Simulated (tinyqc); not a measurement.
MOSFET in saturation, small-signal circuit and noise: two steps of the calculation.

Bias by the inversion coefficient IC = I/Ispec (charge-based model with velocity saturation; weak inversion below 0.1, strong above 10). Common-source circuit: gm, gds, Cgs, Cgd and Cj at the inner nodes, Rg in series with the gate; quasi-static, no source or drain resistance, no gate-body capacitance, no substrate network, no induced gate noise, so fmax is an upper estimate.

Values chosen for this exercise: temperature T = 350 K; gate length L = 28 nm; total gate width W = 5 um; gate capacitance Cox = 0.6 uF/cm^2; mobility mu = 430 cm^2/(V s); slope factor n = 1.32; velocity-saturation length Ls = 10 nm; inversion coefficient IC = 0.8; short-channel excess of the noise factor gw = 0.05; oxide trap density Nt = 1.8e17 cm^-3 eV^-1; tunnelling length into the oxide lt = 0.1 nm; Coulomb scattering coefficient ac = 10000 V s/C; signal frequency f = 1 GHz.

Constants: q = 1.602176634e-19 C, kB = 1.380649e-23 J/K, Vt = kB T/q. Results are converted to the units shown.

Task 1. Admittance matrix. Inner admittances at w = 2 pi f: y11 = i w (Cgs + Cgd), y12 = -i w Cgd, y21 = gm - i w Cgd, y22 = gds + i w (Cgd + Cd). Invert to Z, add Rg to Z11 and invert back to Y.

gm = 1.3594560 mS
gds = 0.17672928 mS
Cgs = 1.4059108 fF
Cgd = 1.15 fF
Cd = 3.5 fF
Rg = 230.47619 ohm

Give: inner y; Y with Rg.

Result 1.

inner y (mS):
```
	1	2
1	0.0000+0.0161i	0.0000-0.0072i
2	1.3595-0.0072i	0.1767+0.0292i
```

Y with Rg (mS):
```
	1	2
1	0.0001+0.0161i	0.0000-0.0072i
2	1.3594-0.0123i	0.1767+0.0315i
```

Task 2. Noise at the gate. Channel noise Sid = 4 kB T gam n gm with gam = (1/2 + (2/3) qs)/(1 + qs) + gw lc IC, qs = [sqrt(1 + 4 IC) - 1]/2, lc = Ls/L (the last term an empirical rise with velocity saturation); at the gate, white noise Sw = Sid/gm^2 + 4 kB T Rg. Number fluctuation with correlated mobility: S(f) = K/f, K = q^2 Vt lt Nt/(W L Cox^2) (1 + ac mu Cox I/gm)^2, Vt in eV with Nt per eV. Corner fc = K/Sw. Full shot noise would be 2 q I.

I = 88.513081 uA
gm = 1.3594560 mS
Rg = 230.47619 ohm

Find: gam; Sid; Sid/(2 q I); sqrt(Sw); K; fc.

Result 2.

gam = 0.5716
Sid = 1.983e-23 A^2/Hz
Sid/(2 q I) = 0.6991
sqrt(Sw) = 3.897 nV/Hz^0.5
K = 3.772e-9 V^2
fc = 248.4 MHz

The gate resistance gives 29 % of the white noise power.

Computed by the program tinyqc: `OMP_NUM_THREADS=1 python tinyqc.py 2150014 2150015 out.jsonl`, one thread of a shared Intel Xeon 2.30GHz, about 0.01 s for the whole run.
